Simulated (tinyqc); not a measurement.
Resistivity of narrow wires: free and nearly free electrons in a metal.

The cubic cell holds 4 atoms: n = 4 z/a^3, kF = (3 pi^2 n)^(1/3), EF = c kF^2/m, vF = 2 c kF/(m hbar), c = hbar^2/2m0; rs = (3/(4 pi n))^(1/3)/a0; D(EF) = 3 n/(2 EF).

Square wire of width w with grain size w: rho/rho0 = 1/(1 - 3 al/2 + 3 al^2 - 3 al^3 ln(1 + 1/al)) + (3/4) (1 - p) l/w, with al = (l/w) Rg/(1 - Rg) (Mayadas-Shatzkes plus the thick-wire form of Fuchs-Sondheimer); l = hbar kF/(n e^2 rho), e = 1.602176634e-19 C.

Constants: hbar^2/2m0 = 3.80998211 eV angstrom^2; hbar = 6.58211957e-16 eV s; a0 (Bohr radius) = 0.5291772105 angstrom.

Parameters, chosen for this exercise (near those of Ag, whose d bands this model ignores; shifted at random, so the results belong to these values and not to a real crystal):
- a = 4.08 angstrom (fcc lattice constant)
- z = 1 (free electrons an atom)
- m = 1 m0 (mass)
- rho = 1.75 micro-ohm cm (bulk resistivity)
- p = 0.5 (specularity of the surfaces)
- Rg = 0.34 (reflection at grain boundaries)

Wires:

| w (nm) | al | grain term (factor - 1) | surface term | rho (micro-ohm cm) |
|---|---|---|---|---|
| 200 | 0.124 | 0.179 | 0.090 | 2.22 |
| 50 | 0.494 | 0.693 | 0.360 | 3.59 |
| 30 | 0.824 | 1.140 | 0.600 | 4.79 |
| 20 | 1.236 | 1.695 | 0.900 | 6.29 |
| 14 | 1.765 | 2.406 | 1.285 | 8.21 |
| 10 | 2.472 | 3.351 | 1.799 | 10.76 |
| 7 | 3.531 | 4.766 | 2.570 | 14.59 |

Give the missing row, w (nm) = 100.

Computed row:
```
w (nm)     al  grain term (factor - 1)  surface term  rho (micro-ohm cm)
100     0.247                    0.353         0.180                2.68
```

l = 47.98 nm

At 7 nm the resistivity is 8.34 times the bulk value; grain boundaries add more (4.77 from grains, 2.57 from surfaces). It passes twice the bulk value between 100 and 50 nm. The surface formula is meant for w above l = 48 nm, so the rows below that are rough.

tinyqc: `OMP_NUM_THREADS=1 python tinyqc.py 1682524 1682525 out.jsonl`; about 0.01 s, one thread, shared Intel(R) Xeon(R) Processor @ 2.30GHz.
